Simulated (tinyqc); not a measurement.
Insulator thickness and V0 from two charges.

Problem. In an undoped wire Vg - V0 = Q/Cox + Vt ln(Q/Q0) + Vt ln(1 + Q/Q0) at the source, with Q0 = 4 eps0 eps_r Vt/R and Cox = eps0 eox/(R ln(1 + tox/R)). Find Cox, tox and V0.

Parameters, values chosen for the exercise; material values close to those of silicon: temperature T = 350 K; relative permittivity of the semiconductor eps_r = 11.8; relative permittivity of the gate insulator eox = 25.4; wire radius R = 3 nm.

Constants: q = 1.602176634e-19 C, kB = 1.380649e-23 J/K, Vt = kB T/q, eps0 = 8.8541878128e-14 F/cm where lengths are in cm. Results are converted to the units shown.

Qs at Vg = 0.79 and 1.19 V (nC/cm^2): [1718.1722, 4620.6381]

Answer. The two equations are linear in 1/Cox and V0; tox follows by inverting the logarithm.

Cox = 8.43 uF/cm^2
tox = 4.30 nm
V0 = 0.495 V

tinyqc, about 0.03 s, one thread, Intel Xeon 2.30GHz (shared host): `OMP_NUM_THREADS=1 python tinyqc.py 2460102 2460103 out.jsonl`
